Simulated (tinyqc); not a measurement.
From results back to parameters: overlap of hydrogenic dopants: pairs, impurity band and the Mott density. Three cases, with inputs chosen for the exercise.

Problem. Ry* = Ry m/eps^2, aB = a0 eps/m, and the Mott density is (0.26/aB)^3 (1/angstrom^3 = 1e24/cm^3). Binding energy and critical density come from a hidden mass and dielectric constant.

Constants: Ry = 13.60569312 eV; a0 (Bohr radius) = 0.5291772105 angstrom.

Find: aB; eps; m.

Method. aB = 0.26/n^(1/3); the product Ry* aB = Ry a0/eps gives eps, and m = a0 eps/aB.

Case 1.

binding energy = 40.45698 meV
critical density = 4.381160e+18 1/cm^3

Solution.

aB = 15.89 angstrom
eps = 11.20
m = 0.373 m0

Case 2.

binding energy = 57.13328 meV
critical density = 7.770265e+18 1/cm^3

Solution.

aB = 13.13 angstrom
eps = 9.60
m = 0.387 m0

Case 3.

binding energy = 30.33374 meV
critical density = 2.051665e+18 1/cm^3

Solution.

aB = 20.46 angstrom
eps = 11.60
m = 0.300 m0

Computed by tinyqc, one run a case: `OMP_NUM_THREADS=1 python tinyqc.py N N+1 out.jsonl` with N = 1482460, 1482464, 1482546; one thread of a shared Intel(R) Xeon(R) Processor @ 2.30GHz, about 0.01 s a run at most.
